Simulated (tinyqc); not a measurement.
Inside a calculation. Method: MP2 on RHF in the sto-3g basis, for H4, spin multiplicity 1. One step of it, computed by the program tinyqc.

Question. Integrals over molecular orbitals. (pq|rs) = sum C_ip C_jq C_kr C_ls (ij|kl), one index at a time.

coefficients C:
```
            MO1        MO2        MO3        MO4
1H 1s  0.338869   0.456404   0.782063  -0.761930
2H 1s  0.401880   0.396865  -0.640624   0.966355
3H 1s  0.401880  -0.396865  -0.640624  -0.966355
4H 1s  0.338869  -0.456404   0.782063   0.761930
```

core Hamiltonian H = T + V (hartree), lower triangle:
```
           1H 1s      2H 1s      3H 1s      4H 1s
1H 1s  -1.439530
2H 1s  -1.087113  -1.642331
3H 1s  -0.151035  -0.563276  -1.642331
4H 1s  -0.028978  -0.151035  -1.087113  -1.439530
```

Two-electron integrals (ij|kl) in chemists' order, unique and non-zero (hartree):
```
(11|11) 0.774606   (21|11) 0.371825   (21|21) 0.217961   (22|11) 0.521285
(22|21) 0.371825   (22|22) 0.774606   (31|11) 0.031178   (31|21) 0.020556
(31|22) 0.040533   (31|31) 0.002552   (32|11) 0.096356   (32|21) 0.070629
(32|22) 0.156984   (32|31) 0.010479   (32|32) 0.047360   (33|11) 0.230228
(33|21) 0.163818   (33|22) 0.362369   (33|31) 0.031178   (33|32) 0.156984
(33|33) 0.774606   (41|11) 0.004338   (41|21) 0.003002   (41|22) 0.006237
(41|31) 0.000420   (41|32) 0.001832   (41|33) 0.006237   (41|41) 0.000074
(42|11) 0.019616   (42|21) 0.014154   (42|22) 0.031178   (42|31) 0.002252
(42|32) 0.010479   (42|33) 0.040533   (42|41) 0.000420   (42|42) 0.002552
(43|11) 0.111717   (43|21) 0.076900   (43|22) 0.163818   (43|31) 0.014154
(43|32) 0.070629   (43|33) 0.371825   (43|41) 0.003002   (43|42) 0.020556
(43|43) 0.217961   (44|11) 0.166981   (44|21) 0.111717   (44|22) 0.230228
(44|31) 0.019616   (44|32) 0.096356   (44|33) 0.521285   (44|41) 0.004338
(44|42) 0.031178   (44|43) 0.371825   (44|44) 0.774606
```

Give: one-electron integrals over orbitals h = C^T H C; Two-electron integrals over orbitals.

Answer.

one-electron integrals over orbitals h = C^T H C (hartree), lower triangle:
```
         1        2        3        4
1  -1.7242
2   0.0000  -1.6058
3   0.1166   0.0000  -1.1254
4   0.0000  -0.1062   0.0000  -0.8962
```

Two-electron integrals over orbitals (pq|rs), unique and non-zero (hartree):
```
(11|11) 0.4514    (21|21) 0.2017    (22|11) 0.4411    (22|22) 0.4503
(31|11) -0.0449   (31|22) -0.0022   (31|31) 0.1048    (32|21) 0.0673
(32|32) 0.1012    (33|11) 0.4388    (33|22) 0.4392    (33|31) -0.0121
(33|33) 0.4568    (41|21) 0.0205    (41|32) -0.0753   (41|41) 0.0882
(42|11) 0.0548    (42|22) 0.0172    (42|31) -0.1020   (42|33) 0.0147
(42|42) 0.1072    (43|21) -0.1940   (43|32) -0.0689   (43|41) -0.0180
(43|43) 0.2067    (44|11) 0.4703    (44|22) 0.4607    (44|31) -0.0495
(44|33) 0.4723    (44|42) 0.0605    (44|44) 0.5150
```
